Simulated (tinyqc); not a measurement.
Resistance of a tapered via with liner, size effect and interface: two fill metals against the diameter.

A round via whose diameter grows from db at the bottom as D(z) = db + 2 z/tan(ang). The fill, of diameter D - 2 tl, starts above the bottom liner (thickness fb tl) and has rho = rho0 (1 + ks lam/(D - 2 tl)); the sidewall liner conducts in parallel with it. The bottom liner and the interface are crossed over the full area pi db^2/4. Spreading in the lines above and below is left out.

Slices between z0 = fb tl and hv, evaluated at their midpoints: conductance per length pi/4 [(D - 2 tl)^2/rho + (D^2 - (D - 2 tl)^2)/rl], slice resistance = slice height over that. 2000 slices. R_fill = sum of the slices; R_bottom = rl fb tl/(pi db^2/4); R_interface = ri/(pi db^2/4). The second fill has rho2, lam2 and tl2 in place of rho0, lam and tl.

Parameters, values chosen for the exercise; fill metal close to molybdenum:
```
symbol,value,unit,meaning
hv,45,nm,height
ang,88,degrees,sidewall angle
rho0,5.38,uohm cm,bulk resistivity of the fill
lam,10.9,nm,mean free path of the fill
ks,1.4,,size-effect factor
tl,0,nm,liner on the sidewall
fb,1,,liner at the bottom over that on the sidewall
rl,160,uohm cm,resistivity of the liner
ri,4.5e-12,ohm cm^2,interface resistivity at the bottom
Sb,1.3e15,S/m^2,"ballistic conductance per area, about 3/(4 rho0 lam)"
rho2,6.37,uohm cm,bulk resistivity of the second fill (close to cobalt)
lam2,12.1,nm,its mean free path
tl2,1.9,nm,its liner
```

Result of one run:
```
db (nm),"R, first fill (ohm)","R, second fill (ohm)",ratio second/first
100,0.40107,0.87131,2.1725
```

What becomes of these results when the diameter at the bottom db is changed from 100 to 6 nm, all else the same?

Result of the changed run:
```
db (nm),"R, first fill (ohm)","R, second fill (ohm)",ratio second/first
6,190.46,1008.7,5.2960
```

The whole series:
```
db (nm),"R, first fill (ohm)","R, second fill (ohm)",ratio second/first
6,190.46,1008.7,5.2960
8.5,87.450,341.09,3.9004
12,40.276,123.29,3.0611
17,18.435,48.268,2.6183
24,8.5612,20.476,2.3917
35,3.7420,8.4834,2.2671
49,1.8095,4.0036,2.2125
70,0.84741,1.8513,2.1846
100,0.40107,0.87131,2.1725
```

The ratio goes from 5.30 to 2.17. The first fill gives the lower R in every row.

Numbers from tinyqc (`OMP_NUM_THREADS=1 python tinyqc.py 2750140 2750141 out.jsonl`; about 0.01 s on one thread of a shared Intel Xeon 2.30GHz).
